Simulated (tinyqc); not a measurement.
Oxide trap near a transistor channel: two-state multiphonon kinetics, telegraph noise and bias instability: one step, computed by the program tinyqc.

An n-channel device under positive gate bias. The trap is empty (state 1) or holds an electron (state 2); both states are parabolas of equal curvature, and the electron reservoir is taken at the Fermi level of the channel.

Question. Many traps: 1/f noise. McWhorter number fluctuations for traps uniform in depth and energy: S_V = e^2 k_B T N_t lambda/(W L C_ox^2 f), C_ox = eps_ox eps_0/t_ox. The number of traps within k_B T in energy and one decade in time is N_t k_B T lambda ln(10) W L.

Inputs (values chosen for the exercise, with an insulator like Si3N4 on silicon): insulator constant eps_ox = 6.99; insulator thickness t_ox = 4.3 nm; oxide field F = 6.3 MV/cm; temperature T = 450 K; channel width W = 68 nm; channel length L = 47 nm; frequency f = 40000 Hz; trap density N_t = 4.9e+18 cm^-3 eV^-1.

Parts treated: one trap and an ensemble.

attenuation length lambda = 0.1039490 nm

Constants: eps_0 = 8.8541878128e-12 F/m; e = 1.602176634e-19 C; k_B = 8.617333262e-05 eV/K.

Give: C_ox; 1/f noise S_V(f); active traps per decade.

Answer.

C_ox = 1.439 microF/cm^2

1/f noise S_V(f) = 1.914e-11 V^2/Hz

active traps per decade = 0.1454

With less than one active trap per decade a single device shows separate Lorentzians; 1/f is only the average over many devices. Caution: a field 1.5 times as high comes near the usual breakdown field of such an insulator. Caution: N_t k_B T lambda ln(10) W L, the number of active traps per decade, is below one, so S_V is only the mean over many devices.
